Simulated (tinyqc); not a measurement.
The basis set: RHF and MP2 along a ladder of basis sets, for H6, spin multiplicity 1. Computed by the program tinyqc with PySCF. Same geometry throughout; the dipole is taken about the origin.

Geometry (angstrom):
```
atom,x,y,z
H,0.0000,0.0000,0.0000
H,0.0000,0.0000,0.7430
H,0.0000,0.0000,1.7020
H,0.0000,0.0000,2.4460
H,0.0000,0.0000,3.4040
H,0.0000,0.0000,4.1480
```

RHF and frozen-core MP2 in a ladder of bases:
```
basis,functions,E(RHF) (hartree),E(MP2 corr) (hartree),HOMO (eV),LUMO (eV),dipole (debye)
sto-3g,6,-3.225797,-0.041663,-11.0629,11.4664,0.0009
3-21g,12,-3.266819,-0.056572,-11.6993,5.8443,0.0023
6-31g,12,-3.277150,-0.056746,-11.7854,5.4912,0.0024
6-31g**,30,-3.286322,-0.091102,-11.8136,5.4484,0.0024
cc-pvdz,30,-3.276958,-0.092755,-11.7513,4.8059,0.0027
aug-cc-pvdz,54,-3.278291,-0.097481,-11.7806,1.4968,0.0027
cc-pvtz,84,-3.291157,-0.110877,-11.8097,4.1852,0.0027
```

What does the comparison show, and why?

From cc-pVDZ to cc-pVTZ the RHF energy falls by 14.2 mhartree and the correlation energy by 18.1. If valence correlation converges as X^-3, (27 E(T) - 8 E(D))/19 gives -0.1185 hartree, a rough estimate from such small X that usually falls short; STO-3G holds about 35 % of it. Beyond STO-3G the LUMO moves by 4.3 eV and the HOMO by 0.1 eV; diffuse functions lower the positive LUMO sharply, since an unbound virtual level tracks the most diffuse function.
